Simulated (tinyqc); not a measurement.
Nudged elastic band on a two-dimensional model surface: one step, computed by the program tinyqc.

V(x, y) = -A (cos kx + cos ky) - B cos kx cos ky + (C sin ky + S sin kx)(1 - cos kx), k = 2 pi/a; the atom hops from the minimum at (0, 0) to that at (a, 0).

Task: Iteration 2. Tangent at image i: towards the higher neighbour if the energies rise or fall through i; at a maximum or minimum, tau = t+ dmax + t- dmin if V(i+1) > V(i-1), else t+ dmin + t- dmax, with t+ = R(i+1) - R(i), t- = R(i) - R(i-1) and dmax, dmin the larger and smaller of |V(i+1) - V(i)| and |V(i-1) - V(i)|; then normalise. Force F = -grad V + (grad V.tau) tau + k_s (|t+| - |t-|) tau. With a climbing image, the highest image feels instead F = -grad V + 2 (grad V.tau) tau and no spring. Update R(new) = R + eta F; the end points stay fixed.

Inputs (values chosen for the exercise, for a model surface):
```
quantity               value           unit
amplitude A             0.19             eV
amplitude B          -0.0033             eV
skew C                 0.081             eV
asymmetry S            0.039             eV
period a                 2.8       angstrom
spring constant k_s     0.38  eV/angstrom^2
step factor eta         0.38  angstrom^2/eV
```

Surface: adatom on a square lattice. Climbing image: on.

images after iteration 1 (angstrom):
```
                x          y
image 1  0.560000  -0.047726
image 2  1.176396  -0.124949
image 3  1.680000  -0.124949
image 4  2.240000  -0.047726
```

positions (angstrom):
```
               x          y
start   0.000000   0.000000
end     2.800000   0.000000
saddle  1.199880  -0.300111
```

Give: unit tangents; forces; images after iteration 2.

Result:

unit tangents:
```
             x       y
image 1  0.992  -0.124
image 2  0.999  -0.044
image 3  1.000   0.000
image 4  0.991   0.137
```

forces (eV/angstrom):
```
              x        y
image 1  0.0051  -0.1401
image 2  0.0354  -0.2119
image 3  0.0234  -0.1963
image 4  0.0148  -0.1164
```

images after iteration 2 (angstrom):
```
             x       y
image 1  0.562  -0.101
image 2  1.190  -0.205
image 3  1.689  -0.200
image 4  2.246  -0.092
```
